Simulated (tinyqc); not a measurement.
Worked calculation: electroplating on a thin resistive seed layer: kinetics, Wagner number and the terminal effect across a wafer. Computed by tinyqc, a small Python program that keeps every step. Command: `OMP_NUM_THREADS=1 python tinyqc.py 3120756 3120757 out.jsonl terminal walk`. One thread of a shared host (Intel(R) Xeon(R) Processor @ 2.30GHz), about 0.02 s of CPU time with the checks. Intermediate numbers are printed to about 6 digits and carried at full precision; extremes and crossings named in words are read from the listed rows.

Current enters the seed at the rim. The bath is treated as a local resistance per area (no lateral flow in the liquid), two electrons per ion, molar volume 7.11 cm^3/mol, Faraday constant F = e N_A, kinematic viscosity 0.01 cm^2/s, omega = 2 pi x rpm/60; k_B T/e is in volts.

Inputs (values chosen for the exercise, of the order of those for copper plating on a thin cobalt or ruthenium seed):

| quantity | value | unit |
|---|---|---|
| wafer radius R | 15 | cm |
| seed thickness t | 67 | nm |
| seed resistivity | 3.1 | microohm cm |
| bath conductivity kappa | 0.099 | S/cm |
| gap to the anode h | 7.4 | cm |
| extra resistance of a porous plate | 0 | ohm cm^2 |
| exchange current density i_0 | 0.051 | mA/cm^2 |
| cathodic transfer coefficient alpha | 0.36 | - |
| mean current density | 8.4 | mA/cm^2 |
| diffusivity of the metal ion | 5.5e-06 | cm^2/s |
| metal ion concentration | 0.54 | mol/L |
| rotation rate | 30 | rpm |
| temperature T | 298 | K |

Constants: e = 1.602176634e-19 C; N_A = 6.02214076e+23 1/mol; k_B = 8.617333262e-05 eV/K.

## Rate, limit and resistances

Growth rate = i V_m/(2 F). Levich limit i_L = 0.62 x 2 F D^(2/3) omega^(1/2) nu^(-1/6) c. Tafel overpotential eta = (k_B T/(alpha e)) ln(i/i_0); kinetic resistance k_B T/(alpha e i); bath resistance h/kappa + plate; R_s = resistivity/t; Wagner number = kinetic resistance x kappa/R.

growth rate = 185.699 nm/min

limiting current i_L = 76.8706 mA/cm^2

overpotential = 364.092 mV

kinetic resistance = 8.49195 ohm cm^2

bath resistance R_b = 74.7475 ohm cm^2

sheet resistance R_s = 0.462687 ohm/square

Wagner number = 0.0560469

## Linear estimate of the terminal effect

Linearised: with R_t = kinetic + bath resistance the current density obeys (1/r)(r i')' = i R_s/R_t, so i = A I_0(r/l), l = sqrt(R_t/R_s); with x = R/l, edge/centre = I_0(x) and edge/mean = x I_0(x)/(2 I_1(x)). Voltage drop in the seed for a uniform current: i R_s R^2/4.

length l = 13.4129 cm

x = R/l = 1.11833

edge over centre, linear = 1.33797

edge over mean, linear = 1.14877

drop for uniform current = 218.619 mV

## Current distribution

Full model: seed potential phi(r) with (1/r)(r phi')' = R_s i, where i solves phi = R_b i + (k_B T/(alpha e)) ln(i/i_0) (phi being the driving voltage left at r); phi'(0) = 0 and phi'(R) = R_s i_mean R/2. Solved by collocation to a tolerance of 1e-7.

Across the wafer:

| r/R | i (mA/cm^2) | i/mean | i/mean, linear |
|---|---|---|---|
| 0.00 | 7.21822 | 0.85931 | 0.85859 |
| 0.20 | 7.30735 | 0.86992 | 0.86937 |
| 0.40 | 7.57881 | 0.90224 | 0.90209 |
| 0.60 | 8.04495 | 0.95773 | 0.95799 |
| 0.75 | 8.53467 | 1.01603 | 1.01637 |
| 0.90 | 9.15801 | 1.09024 | 1.09020 |
| 1.00 | 9.65541 | 1.14945 | 1.14877 |

edge over centre, full model = 1.33764

The full model gives 1.34 against 1.34 from the linear form.

## As the film thickens, and with more bath resistance

The film is taken as uniform, with the seed resistivity; the last column adds 100 ohm cm^2 to R_b. Extra power of that plate = i^2 x 100 ohm cm^2 x area.

Edge over centre:

| thickness (nm) | R_s (ohm/square) | as given | with 100 ohm cm^2 more |
|---|---|---|---|
| 67.0 | 0.462687 | 1.33764 | 1.14714 |
| 100.5 | 0.308458 | 1.21946 | 1.09695 |
| 134.0 | 0.231343 | 1.16251 | 1.07229 |
| 201.0 | 0.154229 | 1.10696 | 1.04791 |
| 335.0 | 0.092537 | 1.06352 | 1.02861 |
| 670.0 | 0.046269 | 1.03151 | 1.01425 |
| 1340.0 | 0.023134 | 1.01569 | 1.00711 |

extra power = 4.98759 W

The ratio falls below 1.1 from 335 nm on as given, and from 100 nm on with the added resistance: what counts is R_s R^2 against the sum of kinetic and bath resistance.

Checks made by the program: mean of the distribution (relative difference 4e-08).
